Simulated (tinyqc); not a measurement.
Thin-film optics by transfer matrices: sweeps and comparisons. A value that a table varies takes the place of the one given here.

Indices N = n + i k. Snell: N0 sin(theta) = N_j sin(theta_j), with Im(N_j cos theta_j) >= 0. Admittance y_j = N_j cos theta_j for s and N_j/cos theta_j for p. Phase delta_j = 2 pi N_j cos theta_j d_j/lambda. Layer matrix [[cos delta, -i sin delta/y], [-i y sin delta, cos delta]], multiplied from the top down to M. (B, C) = M (1, y_sub); r = (y0 B - C)/(y0 B + C), R = |r|^2, T = 4 Re y0 Re y_sub/|y0 B + C|^2, absorbed in the films 1 - R - T.

Ellipsometry: rho = tan(Psi) exp(i Delta) = -conj(r_p/r_s) with the r of the admittance formula, Delta in 0 to 360 degrees, so that a bare dielectric at small angles gives Delta = 180.

Inputs chosen for the exercise (indices near those of resist, ARC, SiO2 on Si; shifted at random, so the results belong to these values and not to a real crystal): lam = 633 nm (vacuum wavelength); n0 = 1 (ambient index); n = (1.62, 1.626, 1.431, 3.855) (n of resist, ARC, SiO2, substrate); k = (0, 0.021, 0, 0.02) (k in the same order); d = (118, 51.7, 26.4) nm (thicknesses, top first); theta = 30 degrees (angle of incidence); pol = p (polarisation).

## Swing curve: thickness of the top film

The first entry of d takes the values listed.

Stack:

| d_1 (nm) | R | T | absorbed |
|---|---|---|---|
| 118.0 | 0.2912 | 0.6867 | 0.0221 |
| 152.2 | 0.2691 | 0.7081 | 0.0228 |
| 186.5 | 0.1604 | 0.8135 | 0.0262 |
| 220.7 | 0.0539 | 0.9167 | 0.0295 |
| 254.9 | 0.0905 | 0.8812 | 0.0283 |
| 289.2 | 0.2168 | 0.7589 | 0.0244 |
| 323.4 | 0.2912 | 0.6867 | 0.0221 |
| 357.6 | 0.2691 | 0.7081 | 0.0228 |
| 391.9 | 0.1603 | 0.8135 | 0.0262 |
| 426.1 | 0.0538 | 0.9167 | 0.0295 |
| 460.3 | 0.0905 | 0.8812 | 0.0283 |
| 494.6 | 0.2168 | 0.7588 | 0.0244 |
| 528.8 | 0.2912 | 0.6867 | 0.0221 |

R swings between 0.0538 and 0.2912 on these points. The period is lambda/(2 Re(N_1 cos theta_1)) = 205.4 nm, six rows. The film does not absorb, so the swing repeats exactly. The swing ratio (max - min)/mean is 1.26.

## Angle of incidence

Both polarisations.

Stack:

| theta (degrees) | R_s | R_p | Psi | Delta |
|---|---|---|---|---|
| 0 | 0.3488 | 0.3488 | 45.00 | 180.00 |
| 15 | 0.3612 | 0.3359 | 43.96 | 180.22 |
| 30 | 0.3963 | 0.2912 | 40.60 | 182.32 |
| 45 | 0.4505 | 0.2073 | 34.15 | 191.57 |
| 55 | 0.4994 | 0.1397 | 27.87 | 208.38 |
| 60 | 0.5307 | 0.1118 | 24.66 | 223.41 |
| 65 | 0.5694 | 0.0969 | 22.41 | 244.96 |
| 70 | 0.6187 | 0.1059 | 22.47 | 271.96 |
| 75 | 0.6829 | 0.1565 | 25.58 | 299.09 |
| 80 | 0.7661 | 0.2782 | 31.07 | 322.34 |
| 85 | 0.8717 | 0.5250 | 37.81 | 342.04 |

R_s and R_p agree at normal incidence (0.3488). R_p is lowest at 65 degrees of those listed (0.0969), where R_s = 0.5694; the top face alone would stop reflecting p light at arctan(n/n0) = 58.3 degrees, while the layers and the substrate below set where the minimum falls. R_s rises steadily with the angle.

## Thickness of the antireflection layer under the resist

Light arrives at normal incidence from inside the resist, taken as the ambient with its real index n; the second entry of d takes the values listed.

Reflectance back into the resist:

| d_2 (nm) | R |
|---|---|
| 0 | 0.1800 |
| 10 | 0.1793 |
| 20 | 0.1778 |
| 30 | 0.1757 |
| 40 | 0.1731 |
| 50 | 0.1700 |
| 60 | 0.1666 |
| 80 | 0.1600 |
| 100 | 0.1548 |
| 120 | 0.1519 |

Without the layer R = 0.1800; the lowest value listed is 0.1519 at 120 nm, against a quarter wave lambda/(4 n) = 97.3 nm. A very thick layer would leave only its top interface, R = 0.0000, but k is too small for that at these thicknesses.

## Sensitivity of the reflectance

R for both polarisations. Each row changes one parameter from the base and keeps the others.

Results:

| case | R_s | R_p | T_s |
|---|---|---|---|
| base | 0.3963 | 0.2912 | 0.5833 |
| d = (123, 51.7, 26.4) nm | 0.3997 | 0.2942 | 0.5800 |
| n = (1.652, 1.626, 1.431, 3.855) | 0.4131 | 0.3049 | 0.5671 |
| k = (0, 0.021, 0, 0.032) | 0.3965 | 0.2913 | 0.5831 |
| lam = 638 nm | 0.3948 | 0.2899 | 0.5851 |
| theta = 35 degrees | 0.4123 | 0.2675 | 0.5676 |

The largest shifts from the base row, up to three for each result and ties (the steps differ in size, so this ranks the rows, not the parameters). R_s: n +0.0167, theta +0.0160, d +0.0034. R_p: theta -0.0237, n +0.0137, d +0.0030. T_s: n -0.0162, theta -0.0157, d -0.0033.

(tinyqc, `OMP_NUM_THREADS=1 python tinyqc.py 1680060 1680061 out.jsonl`, Intel(R) Xeon(R) Processor @ 2.30GHz, 1 thread, shared host, about 0.01 s.)
